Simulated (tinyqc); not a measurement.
CISD on RHF in the sto-3g basis, for H4, spin multiplicity 1, step by step. One step of it, computed by the program tinyqc.

Task: Orthogonalisation. S = U s U^T; canonical form X = U s^(-1/2), so that X^T S X = 1. Each column of U has its largest component positive (the first on a tie).

overlap S, lower triangle:
```
          1H 1s     2H 1s     3H 1s     4H 1s
1H 1s  1.000000
2H 1s  0.495307  1.000000
3H 1s  0.040949  0.222737  1.000000
4H 1s  0.004724  0.040949  0.495307  1.000000
```

Give: eigenvalues of S; X.

Result:

eigenvalues of S: 0.4190  0.5665  1.3535  1.6610

X:
```
             1        2        3       4
1H 1s  -0.6763   0.7275   0.4773  0.3472
2H 1s   0.8578  -0.5945   0.3763  0.4249
3H 1s  -0.8578  -0.5945  -0.3763  0.4249
4H 1s   0.6763   0.7275  -0.4773  0.3472
```
